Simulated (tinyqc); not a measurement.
# Trap density from two Hall measurements

Problem. p-type body, charge-sheet picture, full ionisation (an idealisation for deep acceptors), Boltzmann statistics for free electrons. e = Ec - EF at the surface. psi = Eg - Vt ln(Nv/Na) - e; N_dep = sqrt(2 eps0 eps_r Na (psi - Vt)/q); n_f = sqrt(N_dep^2 + 2 eps0 eps_r Vt Nc exp(-e/Vt)/q) - N_dep; Vg = Vfb + psi + q (N_dep + n_t + n_f)/Cox, Cox = eps0 eox/tox. Find e and n_t at both points and the mean trap density between them.

Inputs (values chosen for the exercise); band and dielectric values close to those of gallium nitride: temperature T = 300 K; band gap Eg = 3.4 eV; relative permittivity eps_r = 9.66; conduction-band density of states at T Nc = 2.27e18 cm^-3; valence-band density of states at T Nv = 4.57e19 cm^-3; relative permittivity of the insulator eox = 3.9; insulator thickness tox = 37 nm; acceptor density Na = 1.5e16 cm^-3; flat-band voltage without trapped charge Vfb = -2.35 V.

Constants: q = 1.602176634e-19 C, kB = 1.380649e-23 J/K, Vt = kB T/q, eps0 = 8.8541878128e-14 F/cm where lengths are in cm. Results are converted to the units shown.

Vg (V): 5.3897096  8.7861675
free sheet density from the Hall effect (cm^-2): 8.5958254e9  2.0028801e11

Solution. Each n_f fixes e; what the gate voltage holds beyond psi, N_dep and n_f is trapped; the difference quotient is the density, smeared over a few Vt.

e (eV): 0.1020  0.01700
n_t (cm^-2): 1.999e12  3.727e12
mean trap density = 2.032e13 cm^-2 eV^-1

tinyqc, about 0.02 s, one thread, Intel Xeon 2.30GHz (shared host): `OMP_NUM_THREADS=1 python tinyqc.py 2222230 2222231 out.jsonl`
